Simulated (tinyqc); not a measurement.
# One-dimensional ballistic tunnel FET, two-band WKB: what changes with what

A p-type source for x < 0 with its Fermi level at 0 and its valence edge at ds; in the channel the bands fall as D exp(-x/lam) towards their flat values, with the conduction edge at Ec = ds - dP and D = dP + Eg. The gate moves dP one to one. The drain Fermi level lies at -Vd and the drain side reflects nothing. For w = E - Ec between 0 and dP an electron crosses the gap. Two-band dispersion with equal masses m: inside the gap kappa = sqrt(m u (1 - u/Eg)/C), u the distance from a band edge, C = hbar^2/(2 m0).

Values chosen for this exercise; band and dielectric values close to those of indium arsenide:
```
symbol  value  unit                                           meaning
T         350     K                                       temperature
Eg       0.35    eV                                          band gap
m       0.026    m0              band-edge mass of the two-band model
lam       5.9    nm           screening length of the source junction
ds       0.05    eV  source valence edge above the source Fermi level
Vd        0.5     V                                        drain bias
g           2              number of degenerate subbands (spin apart)
dP       0.15    eV        tunnelling window Ev(source) - Ec(channel)
```

Constants: q = 1.602176634e-19 C, kB = 1.380649e-23 J/K, hbar = 1.054571817e-34 J s, h = 6.62607015e-34 J s, m0 = 9.1093837015e-31 kg, Vt = kB T/q, hbar^2/(2 m0) = 0.0380998212 eV nm^2. Results are converted to the units shown.

Each table varies one quantity; the others keep the values above.

## Effect of the band gap with the mass tied to it

The mass follows the gap, m = 0.026 Eg/0.35 eV. S(w) = 2 lam int_0^Eg kappa(u) du/(w + Eg - u) = 2 pi lam sqrt(m/(C Eg)) [w + Eg/2 - sqrt(w (w + Eg))], T(w) = exp(-S). I = g (2 q^2/h) int_0^dP T(w) [f(E) - f(E + Vd)] dw, E = ds - dP + w, f(x) = 1/(1 + exp(x/Vt)). Swing = d(dP)/d(log10 I).

Effect of the band gap with the mass tied to it:

| Eg (eV) | T(w = dP) | I (uA) | swing (mV/decade) |
|---|---|---|---|
| 0.2 | 0.3395 | 2.238 | 142.6 |
| 0.37 | 0.05591 | 0.2171 | 107.2 |
| 0.54 | 0.006173 | 0.01635 | 86.99 |
| 0.71 | 5.267e-4 | 0.001042 | 73.90 |
| 0.89 | 3.185e-5 | 4.938e-5 | 64.22 |
| 1.06 | 1.952e-6 | 2.507e-6 | 57.45 |
| 1.23 | 1.073e-7 | 1.176e-7 | 52.19 |
| 1.4 | 5.386e-9 | 5.155e-9 | 47.96 |

Read the table: what changes, and by how much?

T(w = dP) falls from 0.339 to 5.39e-9 and I falls from 2.24 to 5.16e-9 uA; the swing falls from 143 to 48.0 mV/decade. With m/Eg fixed, S depends on the gap only through w + Eg/2 - sqrt(w (w + Eg)). For Eg = 0.2 S at w = dP is below 2, where a WKB prefactor of 1 is a rough guess.

## Transfer curve and swing

Same model as above.

Transfer curve and swing:

| dP (eV) | T(w = dP) | I (uA) | swing (mV/decade) |
|---|---|---|---|
| 0.0094 | 0.001450 | 1.985e-4 | 11.05 |
| 0.014 | 0.002270 | 4.484e-4 | 15.09 |
| 0.021 | 0.003785 | 0.001109 | 20.71 |
| 0.03 | 0.006191 | 0.002638 | 27.36 |
| 0.045 | 0.01126 | 0.007685 | 37.68 |
| 0.066 | 0.02029 | 0.02293 | 51.42 |
| 0.097 | 0.03684 | 0.07392 | 71.83 |
| 0.14 | 0.06407 | 0.2337 | 102.6 |
| 0.21 | 0.1133 | 0.8182 | 160.6 |
| 0.31 | 0.1843 | 2.526 | 258.3 |

What does the table show?

I rises from 1.99e-4 to 2.53 uA and the swing rises from 11.0 to 258 mV/decade. The thermionic limit is Vt ln 10 = 69.4 mV/decade; the swing stays under it up to dP = 0.066 eV among the rows, where I is 0.0229 uA, 0.91 % of the last row. Leakage below the onset is not in the model. In 1 of the 10 rows S at w = dP is below 2, where a WKB prefactor of 1 is a rough guess.

## Effect of the screening length

Same model as above.

Effect of the screening length:

| lam (nm) | T(w = dP) | I (uA) | swing (mV/decade) |
|---|---|---|---|
| 1 | 0.6385 | 7.048 | 192.9 |
| 2 | 0.4077 | 3.484 | 166.7 |
| 3 | 0.2603 | 1.780 | 147.0 |
| 4 | 0.1662 | 0.9342 | 131.6 |
| 5 | 0.1061 | 0.5009 | 119.4 |
| 6 | 0.06775 | 0.2734 | 109.4 |
| 7 | 0.04325 | 0.1514 | 101.1 |
| 8 | 0.02762 | 0.08490 | 94.01 |

I falls from 7.05 to 0.0849 uA, on average 0.274 decades a nanometre; S is proportional to lam, and at w = dP it gives 0.195. The swing falls from 193 to 94.0 mV/decade. In 4 of the 8 rows S at w = dP is below 2, where a WKB prefactor of 1 is a rough guess.

tinyqc, about 0.01 s, one thread, Intel Xeon 2.30GHz (shared host): `OMP_NUM_THREADS=1 python tinyqc.py 2620160 2620161 out.jsonl`
